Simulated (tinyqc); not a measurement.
The first four gaps: longitudinal sound in a periodic multilayer: transfer matrices, stop bands and folded phonons. Computed by tinyqc, a small Python program. Command: `OMP_NUM_THREADS=1 python tinyqc.py 3026956 3026957 out.jsonl multilayer walk`. One thread of a shared host (Intel(R) Xeon(R) Processor @ 2.30GHz), about 0.01 s of CPU time with the checks.

Layers 1 and 2 repeat with period d = d_1 + d_2; waves travel normal to the layers, without loss. State vector (u, s): displacement u and stress divided by omega. Impedances Z = rho v are in 1e6 kg/(m^2 s).

Inputs (values chosen for the exercise, modelled on gallium arsenide (layer 1), aluminium arsenide (layer 2) and silicon (substrate)):
```
quantity            value    unit
density rho_1        5.22  g/cm^3
velocity v_1         4700     m/s
thickness d_1        21.7      nm
density rho_2         3.8  g/cm^3
velocity v_2         5710     m/s
thickness d_2        25.9      nm
substrate density    2.35  g/cm^3
substrate velocity   8290     m/s
```

Method:
- Z = rho v; interface reflection r = (Z_2 - Z_1)/(Z_2 + Z_1) (stress amplitude, from 1 into 2); Bragg frequency f_B = 1/[2 (d_1/v_1 + d_2/v_2)]; long-wave velocity v_eff = d/sqrt[(d_1/v_1)^2 + (d_2/v_2)^2 + (Z_1/Z_2 + Z_2/Z_1)(d_1/v_1)(d_2/v_2)].
- A layer maps (u, s) by [[cos p, sin p/Z], [-Z sin p, cos p]], p = 2 pi f d_i/v_i; one period is M = M_2 M_1, and cos(q d) = trace(M)/2.
- Gap m contains m f_B; its edges, where trace(M)/2 = (-1)^m, are found by root search. Weak-contrast estimate of the width: (4 f_B/pi) |r sin(m pi a)|, a = (d_1/v_1)/(d_1/v_1 + d_2/v_2).

Bragg frequency f_B = 54.6274 GHz

Z_1 = 24.534

Z_2 = 21.698

interface reflection r = -0.0613428

Stop bands (GHz):
```
m  lower edge  upper edge   width  weak-contrast estimate
1       52.49       56.76  4.2689                  4.2662
2      109.20      109.31  0.1188                  0.1188
3      161.75      166.01  4.2656                  4.2629
4      218.39      218.63  0.2375                  0.2375
```

What follows from these numbers?

With a = 0.504, gap 1 is the widest and gap 2 the narrowest: the layers are near a quarter wave each at f_B, so the even gaps almost close. The weak-contrast estimate misses the first width by -0.1 % at |r| = 0.06. Odd gaps open at the edge of the folded zone (q = pi/d), even ones at its centre.
